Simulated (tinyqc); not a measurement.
Nuclear against electronic stopping over energy: ion implantation: universal nuclear stopping, Lindhard-Scharff electronic stopping and a Gaussian range profile. Computed by tinyqc, a small Python program. Command: `OMP_NUM_THREADS=1 python tinyqc.py 3001285 3001286 out.jsonl implant walk`. One thread of a shared host (Intel(R) Xeon(R) Processor @ 2.30GHz), about 0.08 s of CPU time with the checks.

An ion slows by elastic collisions with screened nuclei and by friction with electrons; channelling is ignored and the target is uniform.

Inputs (values chosen for the exercise, modelled on fluorine ions in silicon):
```
quantity,value,unit
ion atomic number Z1,9,-
ion mass M1,19,u
target atomic number Z2,14,-
target mass M2,28.09,u
target density N,49.94,1/nm^3
scale factor of electronic stopping k,1.4,-
```

Method:
- Reduced energy eps = 32.53 M2 E/(Z1 Z2 (M1 + M2)(Z1^0.23 + Z2^0.23)), E in keV; s_n = ln(1 + 1.1383 eps)/(2 (eps + 0.01321 eps^0.21226 + 0.19593 eps^0.5)) for eps up to 30 and ln(eps)/(2 eps) above; S_n = 8.462 Z1 Z2 M1 s_n/((M1 + M2)(Z1^0.23 + Z2^0.23)) in 1e-15 eV cm^2.
- S_e = k 3.83 Z1^(7/6) Z2/(Z1^(2/3) + Z2^(2/3))^(3/2) sqrt(E/M1) in 1e-15 eV cm^2, E in keV.
- Path length R = int_0^E dE'/(N (S_n + S_e)); energy lost to nuclei nu = int_0^E S_n/(S_n + S_e) dE' (both with E' = E y^3 and 64 Gauss-Legendre points in y).

Stopping (1e-15 eV cm^2) and range:
```
E (keV),eps,S_n,S_e,R (nm),nu/E
1,4.4096e-02,32.769,6.93,8.69,0.84633
2,8.8193e-02,38.193,9.80,13.22,0.82813
5,2.2048e-01,42.821,15.49,24.37,0.78906
10,4.4096e-01,43.032,21.91,40.51,0.74282
20,8.8193e-01,39.684,30.98,69.90,0.67587
50,2.2048e+00,30.791,48.99,149.54,0.54837
100,4.4096e+00,22.845,69.28,266.07,0.42809
200,8.8193e+00,15.697,97.97,460.82,0.30582
500,2.2048e+01,8.737,154.91,894.50,0.17279
```

What follows from these numbers?

Nuclear stopping peaks near 10 keV among these rows (eps = 0.44; the universal curve peaks near 0.3). Electronic stopping overtakes it between 20 and 50 keV. The path length grows as E^0.61 at the low end and E^0.72 at the high end; constant stopping would give E^1, and stopping that rises with E, be it nuclear (below its peak) or electronic, gives a lower exponent.

Extremes, crossings and ranges named in words are read from the listed rows.
